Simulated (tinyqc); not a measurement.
Comparisons within one model: alloy A(1-x)B(x) by interpolation with bowing. A value that a table varies takes the place of the one given here.

Each gap follows E(x) = (1 - x) E_A + x E_B - C x (1 - x); the lattice constant follows Vegard, a(x) = (1 - x) a_A + x a_B.

Mass at Gamma from the Kane formula 1/m = F + Ep (Eg + 2 Dso/3)/(Eg (Eg + Dso)). F is fixed by the masses of A and B and interpolated linearly, as is Ep; Eg and Dso carry their bowing.

Constants: hc = 1239.841984 eV nm.

Inputs chosen for the exercise (A near GaAs, B near AlAs; the results hold for these values, not for the real material): a = (5.661, 5.661) angstrom (lattice constant of A, B); Eg = (1.511, 3.057) eV (gap at Gamma to the s-like level of A, B); EgX = (1.994, 2.208) eV (gap to the lowest valley along Gamma-X of A, B); EgL = (1.811, 2.484) eV (gap to L of A, B); C = (0.392, 0.052, 0.05) eV (bowing of the Gamma, X and L gaps); Dso = (0.342, 0.28) eV (spin-orbit splitting of A, B); Ep = (25.4, 20.9) eV (Kane energy of A, B); me = (0.0676, 0.1486) m0 (electron mass at Gamma of A, B); Cs = 0 eV (bowing of Dso); x = 0.07 (fraction of B).

## Gaps across the alloy

Eleven compositions.

Gaps (eV):

| x | a (angstrom) | Gamma | X | L | lowest | wavelength (nm) |
|---|---|---|---|---|---|---|
| 0.0 | 5.6610 | 1.511 | 1.994 | 1.811 | Gamma | 821 |
| 0.1 | 5.6610 | 1.630 | 2.011 | 1.874 | Gamma | 760 |
| 0.2 | 5.6610 | 1.757 | 2.028 | 1.938 | Gamma | 705 |
| 0.3 | 5.6610 | 1.892 | 2.047 | 2.002 | Gamma | 655 |
| 0.4 | 5.6610 | 2.035 | 2.067 | 2.068 | Gamma | 609 |
| 0.5 | 5.6610 | 2.186 | 2.088 | 2.135 | X | 594 |
| 0.6 | 5.6610 | 2.345 | 2.110 | 2.203 | X | 588 |
| 0.7 | 5.6610 | 2.511 | 2.133 | 2.272 | X | 581 |
| 0.8 | 5.6610 | 2.685 | 2.157 | 2.341 | X | 575 |
| 0.9 | 5.6610 | 2.867 | 2.182 | 2.412 | X | 568 |
| 1.0 | 5.6610 | 3.057 | 2.208 | 2.484 | X | 562 |

The lowest valley changes at x = 0.425 (Gamma to X, gap 2.072 eV). The Gamma gap is monotonic, since its bowing (0.392 eV) is smaller than the difference of the end gaps (1.546 eV); at x = 0.5 bowing lowers it by C/4 = 0.098 eV.

## Three ways to interpolate a mass

Linear in m, linear in 1/m, and the Kane formula.

Masses (m0):

| x | Eg (eV) | linear in m | linear in 1/m | Kane | Kane m/Eg (1/eV) |
|---|---|---|---|---|---|
| 0.000 | 1.511 | 0.0676 | 0.0676 | 0.0676 | 0.0447 |
| 0.125 | 1.661 | 0.0777 | 0.0725 | 0.0754 | 0.0454 |
| 0.250 | 1.824 | 0.0878 | 0.0783 | 0.0839 | 0.0460 |
| 0.375 | 1.999 | 0.0980 | 0.0850 | 0.0931 | 0.0466 |
| 0.500 | 2.186 | 0.1081 | 0.0929 | 0.1031 | 0.0472 |
| 0.625 | 2.385 | 0.1182 | 0.1025 | 0.1137 | 0.0477 |
| 0.750 | 2.597 | 0.1283 | 0.1143 | 0.1249 | 0.0481 |
| 0.875 | 2.821 | 0.1385 | 0.1292 | 0.1365 | 0.0484 |
| 1.000 | 3.057 | 0.1486 | 0.1486 | 0.1486 | 0.0486 |

At x = 0.5 the three give 0.1081, 0.0929 and 0.1031; judged by the largest distance, the Kane value is closer to the interpolation in m (largest distances 0.0050 m0 from the rule in m, 0.0111 m0 from the rule in 1/m). The ratio m/Eg varies by a factor of 1.09 while the gap varies by 2.02; a constant ratio is the two-band rule m = Eg/Ep at fixed Ep.

## What each parameter does

Gaps at x and the Kane mass. Each row changes one parameter from the base and keeps the others.

Results:

| case | Gamma (eV) | X (eV) | L (eV) | mass (m0) |
|---|---|---|---|---|
| base | 1.5937 | 2.0056 | 1.8549 | 0.0719 |
| x = 0.11 | 1.6427 | 2.0124 | 1.8801 | 0.0744 |
| C = (0.492, 0.152, 0.15) eV | 1.5872 | 1.9991 | 1.8483 | 0.0716 |
| Eg = (1.587, 3.057) eV | 1.6644 | 2.0056 | 1.8549 | 0.0715 |
| EgX = (1.994, 2.098) eV | 1.5937 | 1.9979 | 1.8549 | 0.0719 |
| EgL = (1.72, 2.484) eV | 1.5937 | 2.0056 | 1.7702 | 0.0719 |
| Ep = (27.9, 23) eV | 1.5937 | 2.0056 | 1.8549 | 0.0720 |
| Cs = 0.05 eV | 1.5937 | 2.0056 | 1.8549 | 0.0718 |

The largest shifts from the base row, up to three for each result and ties (the steps differ in size, so this ranks the rows, not the parameters). Gamma (eV): Eg +0.0707, x +0.0490, C -0.0065; unchanged at the printed digits by EgX, EgL, Ep and Cs. X (eV): EgX -0.0077, x +0.0069, C -0.0065; unchanged at the printed digits by Eg, EgL, Ep and Cs. L (eV): EgL -0.0846, x +0.0253, C -0.0065; unchanged at the printed digits by Eg, EgX, Ep and Cs. mass (m0): x +0.0025, Eg -0.0003, C -0.0003; unchanged at the printed digits by EgX and EgL.

Run: tinyqc, `OMP_NUM_THREADS=1 python tinyqc.py 1050455 1050456 out.jsonl`; Intel(R) Xeon(R) Processor @ 2.30GHz, one thread, shared host; about 0.01 s of CPU time with all checks.
